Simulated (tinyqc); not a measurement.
## Transfer length from front and end resistance

Problem. A contact of length d and width W has Rc = (Rsh Lt/W) coth(d/Lt) and Re = (Rsh Lt/W)/sinh(d/Lt), with Rsh the sheet resistance under the metal and Lt = sqrt(rc/Rsh). Find Lt, Rsh and rc.

Values chosen for this exercise:
- d = 1 um (contact length)
- W = 72 um (contact width)

Rc = 17.743047 ohm
Re = 14.075172 ohm

Solution. Rc/Re = cosh(d/Lt) gives Lt, and Re then gives Rsh.

Lt = 1.41 um
Rsh = 550 ohm/sq
rc = 1.10e-5 ohm cm^2

Program tinyqc, `OMP_NUM_THREADS=1 python tinyqc.py 2760151 2760152 out.jsonl`; Intel Xeon 2.30GHz, shared host, one thread, about 0.01 s.
